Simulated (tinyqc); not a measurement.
Donor near an oxide interface in a gate field (two-state model): one step. The interface state across the interface. Three cases, with inputs chosen for the exercise.

Task: Solve c b/(2 mz) - 3 e F/b^2 + q Q/(8 eps) = 0; give Q, b, the three terms of E_z and <z> = 3/b.

Interface at z = 0 (hard wall), donor at z = d, field F pulling electrons to the interface: potential e F z; 1 kV/cm = 1e-5 eV/angstrom, c = hbar^2/2m0, q = e^2/(4 pi eps0), Q = (eps - eo)/(eps + eo). Donor state: E_D = e F d - ED - q Q/(4 eps d), the last term joining the images of ion and electron. Interface state: z exp(-b z/2) exp(-rho^2/(2 L^2)) with E_z = c b^2/(4 mz) + 3 e F/b + q Q b/(8 eps), minimised over b; in the plane at z = 3/b the ion (distance D = d - 3/b) and its image (D' = d + 3/b) give E_rho = c/(mt L^2) - (q/eps)(sqrt(pi)/L)[erfcx(D/L) + Q erfcx(D'/L)], erfcx(x) = exp(x^2) erfc(x), minimised over L. E_I = E_z + E_rho.

Constants: hbar^2/2m0 = 3.80998211 eV angstrom^2; e^2/(4 pi eps0) = 14.39964547 eV angstrom.

Case 1.

Values chosen (near those of a donor in Si below SiO2, static dielectric constants; shifted at random, so the results belong to these values and not to a real crystal): d = 60 angstrom (depth of the donor); ED = 46.1 meV (bulk binding energy); mz = 0.927 m0 (mass across the interface); mt = 0.192 m0 (mass in the plane); eps = 11.5 (dielectric constant of the semiconductor); eo = 3.9 (dielectric constant of the oxide); F = 143 kV/cm (field in the semiconductor).

Case 2.

Values chosen (near those of a donor in Si below SiO2, static dielectric constants; shifted at random, so the results belong to these values and not to a real crystal): d = 180 angstrom (depth of the donor); ED = 31.9 meV (bulk binding energy); mz = 0.93 m0 (mass across the interface); mt = 0.194 m0 (mass in the plane); eps = 11.6 (dielectric constant of the semiconductor); eo = 3.9 (dielectric constant of the oxide); F = 27.3 kV/cm (field in the semiconductor).

Case 3.

Values chosen (near those of a donor in Si below Si3N4, static dielectric constants; shifted at random, so the results belong to these values and not to a real crystal): d = 170 angstrom (depth of the donor); ED = 46.5 meV (bulk binding energy); mz = 0.909 m0 (mass across the interface); mt = 0.189 m0 (mass in the plane); eps = 11.4 (dielectric constant of the semiconductor); eo = 7.5 (dielectric constant of the oxide); F = 33.5 kV/cm (field in the semiconductor).

Give: Q; b; kinetic, field and image terms; <z>.

Result:

Case 1.

Q = 0.4935
b = 0.11642 1/angstrom

kinetic, field and image terms (meV): 13.93  36.85  8.99

<z> = 25.8 angstrom

The image pushes the electron away from the oxide; without it <z> would be 23.5 angstrom.

Case 2.

Q = 0.4968
b = 0.06303 1/angstrom

kinetic, field and image terms (meV): 4.07  12.99  4.86

<z> = 47.6 angstrom

The image pushes the electron away from the oxide; without it <z> would be 40.7 angstrom.

Case 3.

Q = 0.2063
b = 0.07342 1/angstrom

kinetic, field and image terms (meV): 5.65  13.69  2.39

<z> = 40.9 angstrom

The image pushes the electron away from the oxide; without it <z> would be 38.3 angstrom.

Computed by tinyqc, one run a case: `OMP_NUM_THREADS=1 python tinyqc.py N N+1 out.jsonl` with N = 1251163, 1251205, 1251511; one thread of a shared Intel(R) Xeon(R) Processor @ 2.30GHz, about 0.1 s a run at most.
